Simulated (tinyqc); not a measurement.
# Worked calculation: off-state leakage of single and stacked transistors

Numbers from tinyqc (`OMP_NUM_THREADS=1 python tinyqc.py 2242056 2242057 out.jsonl`; about 0.03 s on one thread of a shared Intel Xeon 2.30GHz). Printed values are rounded.

n-channel devices of unit width. Subthreshold current I(Vg, Vs, Vd) = I0 (T/300 K)^0.5 exp[(Vg - Vs - VT(T) - gb (Vs - Vb) + dd (Vd - Vs))/(nf Vt)] (1 - exp(-(Vd - Vs)/Vt)), VT(T) = VT - cT (T - 300 K). Gate-edge tunnelling Ig (Vd/1 V) exp(ag (Vd - 1 V)), for a gate at 0 V, and band-to-band leakage Ab u exp(-Bb/u), u = Vd - Vb + 1 V, flow at a drain held at V; both are taken as independent of T. In a stack of off transistors (all gates at 0 V) the same subthreshold current passes through each.

Parameters, values chosen for the exercise; values of the order met in bulk silicon logic transistors:

| symbol | value | unit | meaning |
|---|---|---|---|
| T | 300 | K | temperature |
| V | 0.8 | V | supply voltage |
| VT | 0.38 | V | threshold at 300 K, zero drain and body bias |
| cT | 0.9 | mV/K | fall of the threshold with temperature |
| I0 | 0.98 | uA/um | current at threshold at 300 K |
| nf | 1.16 |  | slope factor |
| dd | 0.12 |  | drain-induced lowering per volt |
| gb | 0.21 |  | rise of the threshold per volt of source-body bias |
| Ig | 0.0002 | uA/um | gate-edge tunnelling current at 1 V |
| ag | 4.3 | 1/V | exponential slope of the gate current |
| Ab | 2 | uA/(um V) | prefactor of band-to-band leakage at the drain |
| Bb | 19 | V | its exponential voltage |
| Vb | -0.6 | V | body voltage |

Constants: q = 1.602176634e-19 C, kB = 1.380649e-23 J/K, Vt = kB T/q. Results are converted to the units shown.

## Leakage of one transistor

Vg = Vs = 0, Vd = V; effective threshold VT(T) - gb Vb - dd V.

effective threshold = 0.41 V
parts (nA/um): subthreshold 0.00113124, gate edge 0.0677059, band-to-band 1.75016
total = 1.81899 nA/um
shares (%): subthreshold 0.0621907, gate edge 3.72217, band-to-band 96.2156

The band-to-band part is the largest.

## Starting value

Vx = dd V/(1 + gb + 2 dd), the solution for Vx well above Vt, rounded to three decimals.

Vx at the start = 0.066 V

## Iteration 1: new Vx

Stack of two, Vx the node between them: I_low = I(0, 0, Vx), I_up = I(0, Vx, V), f = ln(I_up/I_low), f' = -(1 + gb + 2 dd)/(nf Vt) - 1/(Vt (exp(Vx/Vt) - 1)) - 1/(Vt (exp((V - Vx)/Vt) - 1)), Vx(new) = Vx - f/f'.

I_low = 5.53062e-5 nA/um
I_up = 6.05781e-5 nA/um
f = 0.0910494
f' = -51.6177 1/V
Vx after iteration 1 = 0.0677639 V

## Iteration 2: new Vx

As before.

I_low = 5.60080e-5 nA/um
I_up = 5.60197e-5 nA/um
f = 2.07560e-4
f' = -51.3854 1/V
Vx after iteration 2 = 0.0677680 V

## Course of the iteration

Stop when the step is below 1e-11 V, or after 40 iterations.

Course of the iteration:
```
iteration  Vx before the step (V)  step (V)
1                           0.066   1.76e-3
2                       0.0677639   4.04e-6
3                       0.0677680  2.01e-11
4                       0.0677680   < 1e-15
```

Converged in 4 iterations. The subthreshold current of the stack is 5.601e-5 nA/um, 20.2 times less than that of one transistor (the drain leakage is unchanged); the estimate exp[dd V (1 + gb + dd)/((1 + gb + 2 dd) nf Vt)] gives 18.8.
